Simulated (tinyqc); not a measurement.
# Changing the growth condition x

Model: formation energy of a charged point defect from supercell energies. Computed by tinyqc, a small Python program. Command: `OMP_NUM_THREADS=1 python tinyqc.py 3022795 3022796 out.jsonl formation sweep`. One thread of a shared host (Intel(R) Xeon(R) Processor @ 2.30GHz), about 0.01 s of CPU time with the checks.

The host is a compound AB. Making the defect adds n_A = 0, n_B = -1, n_X = 1 atoms to the cell. All total energies are inputs. E_F is counted from the valence-band maximum (VBM); x = 0 is A-rich and x = 1 B-rich growth.

Inputs (values chosen for the exercise, for a model compound AB):

| quantity | value | unit |
|---|---|---|
| E_VBM of the host cell | 3.221 | eV |
| potential alignment dV | -0.15 | eV |
| dielectric constant eps | 9.16 | - |
| cell length L | 14.3 | angstrom |
| mu_B of the pure element | -2.026 | eV |
| formation enthalpy dH of AB | -1.08 | eV |
| Fermi level E_F | 0.704 | eV |
| temperature T | 1200 | K |
| site density N_s | 3.4e+22 | cm^-3 |
| mu_X of the pure element | -4.747 | eV |
| formation enthalpy of AX | -0.61 | eV |

Defect: impurity X on a B site. Supercell lattice: bcc.

charge states q: 1  0  -1

E(defect, q) - E(host), in the order of q (eV): -3.173  0.592  5.139

Constants: e^2/(4 pi eps_0) = 14.39964548 eV angstrom; k_B = 8.617333262e-05 eV/K.

Method:
- dmu_A = x dH and dmu_B = (1 - x) dH, so that dmu_A + dmu_B = dH; mu = mu(element) + dmu. The impurity is held at its solubility limit: dmu_X = min(0, dH(AX) - dmu_A).
- The reservoir term is sum n_i mu_i.
- Image-charge correction of a point charge in a neutralising background: E_corr = q^2 alpha e^2/(4 pi eps_0) / (2 eps L), alpha = 2.888462 for a bcc array with L the cube root of the volume.
- E_f(q, E_F) = [E(defect, q) - E(host)] - sum n_i mu_i + q (E_VBM + dV + E_F) + E_corr(q).
- E_f(q, E_F) = E_f(q, 0) + q E_F.
- c_q = N_s exp(-E_f(q, E_F)/k_B T), with all degeneracy factors one and no vibrational entropy.

One run for each value:

| growth condition x | lowest formation energy (eV) | total concentration (cm^-3) | sum n_i mu_i (eV) |
|---|---|---|---|
| 0.000 | 2.843 | 4.6667e+10 | -2.251 |
| 0.125 | 2.843 | 4.6667e+10 | -2.251 |
| 0.250 | 2.843 | 4.6667e+10 | -2.251 |
| 0.375 | 2.843 | 4.6667e+10 | -2.251 |
| 0.500 | 2.843 | 4.6667e+10 | -2.251 |
| 0.625 | 2.908 | 2.4890e+10 | -2.316 |
| 0.750 | 3.043 | 6.7460e+09 | -2.451 |
| 0.875 | 3.178 | 1.8284e+09 | -2.586 |
| 1.000 | 3.313 | 4.9556e+08 | -2.721 |

Describe and explain the trends.

Over the rows, lowest formation energy (eV) rises from 2.84 to 3.31, flat over part of the range; total concentration (cm^-3) falls from 4.67e10 to 4.96e8, flat over part of the range; sum n_i mu_i (eV) falls from -2.25 to -2.72, flat over part of the range. The slope changes where the cap on mu_X passes between the element and the compound.

Extremes, crossings and ranges named in words are read from the listed rows.
